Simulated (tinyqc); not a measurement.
Which stress helps holes along [110]: six-band Luttinger-Kohn model with strain.

Six-band Luttinger-Kohn model in the basis |3/2,3/2>, |3/2,1/2>, |3/2,-1/2>, |3/2,-3/2>, |1/2,1/2>, |1/2,-1/2>, electron energies, zero at the top of the unstrained valence band. H = -[rows: (P+Q, -S, R, 0, -S/r2, r2 R); (-S*, P-Q, 0, R, -r2 Q, r32 S); (R*, 0, P-Q, S, r32 S*, r2 Q); (0, R*, S*, P+Q, -r2 R*, -S*/r2); (-S*/r2, -r2 Q, r32 S, -r2 R, P+Dso, 0); (r2 R*, r32 S*, r2 Q, -S/r2, 0, P+Dso)], r2 = sqrt(2), r32 = sqrt(3/2). Levels are twofold.

P = c g1 k^2 - av tr(e); Q = c g2 (kx^2 + ky^2 - 2 kz^2) - (b/2)(exx + eyy - 2 ezz); R = c sqrt3 [-g2 (kx^2 - ky^2) + 2i g3 kx ky] + (sqrt3/2) b (exx - eyy) - i d exy; S = 2 c sqrt3 g3 (kx - i ky) kz - d (exz - i eyz); c = hbar^2/2m0, e the strain tensor (not engineering shear).

s11 = (C11 + C12)/((C11 - C12)(C11 + 2 C12)), s12 = -C12/((C11 - C12)(C11 + 2 C12)), s44 = 1/C44; exx = s11 sxx + s12 (syy + szz) and cyclic, exy = s44 sxy/2; tension is positive. A uniaxial stress X along the unit vector n is s_ij = X n_i n_j.

Constants: hbar^2/2m0 = 3.80998211 eV angstrom^2.

Parameters, chosen for this exercise (near those of InSb; not measured data): Dso = 0.83 eV (spin-orbit splitting); g1 = 34.69 (Luttinger gamma1); g2 = 15.57 (gamma2); g3 = 16.55 (gamma3); av = 0.36 eV (valence hydrostatic potential); b = -2.05 eV (tetragonal shear potential); d = -4.92 eV (trigonal shear potential); C11 = 71.4 GPa; C12 = 36.3 GPa; C44 = 29.8 GPa; X1 = 1.1 GPa (size of the stress).

Each load has size X1 (biaxial: sxx = syy); masses are curvatures of the top pair at k = 0.

Results:
```
load                         splitting (meV)  top edge (meV)  m [110]  m [001]
uniaxial [110], compression            117.9            59.7    0.013    0.073
uniaxial [110], tension                103.6            58.5    0.427    0.018
uniaxial [100], compression            137.6            70.6    0.022    0.067
uniaxial [100], tension                117.9            67.0    0.037    0.020
uniaxial [111], compression            111.0            55.9    0.018    0.029
uniaxial [111], tension                 97.8            55.2    0.055    0.029
biaxial (001), compression             117.9            58.7    0.020    0.282
biaxial (001), tension                 137.6            78.9    0.067    0.013
```

The lightest mass along [110] (0.013) comes with uniaxial [110], compression. The largest splitting (137.6 meV) comes with uniaxial [100], compression; biaxial (001), tension. The heaviest mass along [001] (0.282), which lowers the confinement energy in a (001) channel, comes with biaxial (001), compression. The splitting per GPa follows b (s11 - s12) for loads along cube axes and d s44 for [111]: here 2 |b| (s11 - s12) = 116.8 and |d| s44/sqrt3 = 95.3 meV per GPa in the limit of large Dso; where the splitting nears Dso, mixing with the split-off band makes it depend on the sign of the load.

(tinyqc, `OMP_NUM_THREADS=1 python tinyqc.py 1080626 1080627 out.jsonl`, Intel(R) Xeon(R) Processor @ 2.30GHz, 1 thread, shared host, about 0.07 s.)
